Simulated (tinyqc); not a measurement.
A double barrier with mass mismatch, transfer matrices: one step of the calculation.

One electron of energy E comes from the left lead (band edge 0); no transverse momentum. Parabolic bands, masses in units of m0, C = hbar^2/(2 m0); psi and psi'/m are continuous at every interface. Barrier d1, well Lw, barrier d2; the right lead equals the left one.

Question. Transmission and reflection. The matrix M carries (psi, psi'/m) across the stack, and v = k/m in each lead. psi = 1 + r at the left edge (incident amplitude 1) and t at the right edge. With det M = 1, a = i vR M11 - M21 and b = -vL vR M12 - i vL M22: t = 2 i vL/(a - b), r = -(a + b)/(a - b), T(E) = (vR/vL) |t|^2, R(E) = |r|^2.

M:

|  | 1 | 2 |
|---|---|---|
| 1 | -0.52682229 | 0.28611273 |
| 2 | -2.5250826 | -0.52682229 |

vL = 12.403503 1/nm
vR = 12.403503 1/nm

Find: t; r; T(E); R(E).

Answer.

t = -0.13872+0.49404i
r = 0.82634+0.23203i
T(E) = 0.26332
R(E) = 0.73668

T(E) + R(E) = 1: the current is conserved.

Numbers from tinyqc (`OMP_NUM_THREADS=1 python tinyqc.py 2560018 2560019 out.jsonl`; about 0.04 s on one thread of a shared Intel Xeon 2.30GHz).
